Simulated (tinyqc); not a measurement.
# Surface potential of a MOS transistor: implicit equation and explicit approximations, step by step

tinyqc, about 0.01 s, one thread, Intel Xeon 2.30GHz (shared host): `OMP_NUM_THREADS=1 python tinyqc.py 2122234 2122235 out.jsonl` Printed values are rounded.

p-type body, charge-sheet picture, depletion and inversion only, full ionisation (an idealisation for deep acceptors), Boltzmann statistics (rough once Na exp(x - xn) passes about Nc/7). In units of Vt: xg = (Vg - Vfb)/Vt, x = psi/Vt, G = gamma/sqrt(Vt), xn = (2 phiF + Vc)/Vt. The implicit equation is (xg - x)^2 = G^2 [x - 1 + exp(x - xn)] for x above about 3. Cox = eps0 eox/tox.

Values chosen for this exercise; band and dielectric values close to those of silicon: temperature T = 300 K; band gap Eg = 1.1 eV; relative permittivity eps_r = 11.9; conduction-band density of states at T Nc = 2.81e19 cm^-3; valence-band density of states at T Nv = 2.63e19 cm^-3; relative permittivity of the gate insulator (close to silicon dioxide) eox = 3.9; insulator thickness tox = 1.8 nm; acceptor density Na = 2e17 cm^-3; flat-band voltage Vfb = -0.7 V; channel-body voltage Vc = 0.2 V; gate-body voltage Vg = 1.25 V.

Constants: q = 1.602176634e-19 C, kB = 1.380649e-23 J/K, Vt = kB T/q, eps0 = 8.8541878128e-14 F/cm where lengths are in cm. Results are converted to the units shown.

Range of the model: The electron quasi-Fermi level lies less than 2 Vt below the band edge at the surface, or above it, where degeneracy and confinement, left out, matter.

## Scales

ni = sqrt(Nc Nv) exp(-Eg/(2 Vt)), Eg in volts; phiF = Vt ln(Na/ni); gamma = sqrt(2 q eps0 eps_r Na)/Cox; VT = Vfb + Vt (xn + G sqrt(xn - 1)).

phiF = 0.423012 V
gamma = 0.135454 V^0.5
G = 0.842452
xn = 40.4620
VT = 0.482838 V
xg = 75.4294

## Explicit approximation

Depletion value a = 1 + [sqrt(G^2/4 + xg - 1) - G/2]^2; inversion value b = xn + ln[(xg - xn)^2/G^2 - xn + 1] and first guess y = min(a, b) - ln(1 + exp(-|a - b|)) if a > xn + 1, else b = y = a; one second-order correction with D = exp(y - xn), p = 2 (xg - y) + G^2 (1 + D), w = (xg - y)^2 - G^2 (y - 1 + D): z = y + 2 w/(p + sqrt(p^2 - 2 (2 - G^2 D) w)), or the Newton step z = y + w/p where the root is not real.

a = 68.5075
b = 47.8906
y = 47.8906
p = 1250.49
w = -469.601
z = 47.4005

The root of the implicit equation is x = 47.4266; y misses it by 0.46 and z by -0.026, in units of Vt.

## Starting value

x = y rounded to two decimals.

x at the start = 47.89

## Iteration 1: new x

D = exp(x - xn), f = (xg - x)^2 - G^2 (x - 1 + D), f' = -2 (xg - x) - G^2 (1 + D), x(new) = x - f/f'.

D = 1682.39
f = -468.895
f' = -1249.82
x after iteration 1 = 47.5148

## Iteration 2: new x

As before.

D = 1156.09
f = -74.2981
f' = -877.046
x after iteration 2 = 47.4301

## Iteration 3: new x

As before.

D = 1062.19
f = -2.85559
f' = -810.569
x after iteration 3 = 47.4266

## Course of the iteration

Stop when the step is below 1e-11, or after 60 iterations.

Course of the iteration:
```
iteration	x before the step	step
1	47.89	-0.375
2	47.5148	-0.0847
3	47.4301	-3.52e-3
4	47.4266	-5.77e-6
5	47.4266	-1.54e-11
6	47.4266	0
```

Converged in 6 iterations.

## Potential, charges and gate control

converged x = 47.4266

psi = Vt x; N_dep = Cox Vt G sqrt(x - 1)/q; N_inv = (Cox Vt G/q) [sqrt(x - 1 + exp(x - xn)) - sqrt(x - 1)]; dpsi/dVg = 1/[1 + G^2 (1 + exp(x - xn))/(2 (xg - x))].

psi = 1.22607 V
N_dep = 1.77686e12 cm^-2
N_inv = 6.8913e12 cm^-2
dpsi/dVg = 0.0693206

psi lies 7.0 Vt above 2 phiF + Vc.
